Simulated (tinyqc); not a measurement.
Formation energy of a charged point defect from supercell energies: one step, computed by the program tinyqc. Command: `OMP_NUM_THREADS=1 python tinyqc.py 3011586 3011587 out.jsonl formation walk`. One thread of a shared host (Intel(R) Xeon(R) Processor @ 2.30GHz), about 0.01 s of CPU time with the checks.

The host is a compound AB. Making the defect adds n_A = -1, n_B = 0 atoms to the cell. All total energies are inputs. E_F is counted from the valence-band maximum (VBM); x = 0 is A-rich and x = 1 B-rich growth.

Question. Formation energies at E_F = 0. E_f(q, E_F) = [E(defect, q) - E(host)] - sum n_i mu_i + q (E_VBM + dV + E_F) + E_corr(q).

Inputs (values chosen for the exercise, for a model compound AB):
```
quantity,value,unit
gap E_g,3.04,eV
E_VBM of the host cell,2.083,eV
potential alignment dV,-0.13,eV
dielectric constant eps,9.82,-
cell length L,20.5,angstrom
```

Defect: vacancy of A. Supercell lattice: sc.

charge states q: [0, -1, -2, -3]

E(defect, q) - E(host), in the order of q (eV): [4.097, 7.82, 11.595, 15.203]

sum n_i mu_i = 2.4986 eV

E_corr (eV): (q=0) 0.0000000, (q=-1) 0.1014755, (q=-2) 0.4059021, (q=-3) 0.9132796

Give: E_f(q, 0).

Answer.

E_f(q, 0) (eV): (q=0) 1.5984, (q=-1) 3.4699, (q=-2) 5.5963, (q=-3) 7.7587

Caution: the largest image-charge correction in these energies, q^2 alpha e^2/(8 pi eps_0 eps L) with alpha = 2.837297, exceeds a quarter of the gap; the point-charge term alone is then a rough estimate, usually too large for a charge that is spread out.
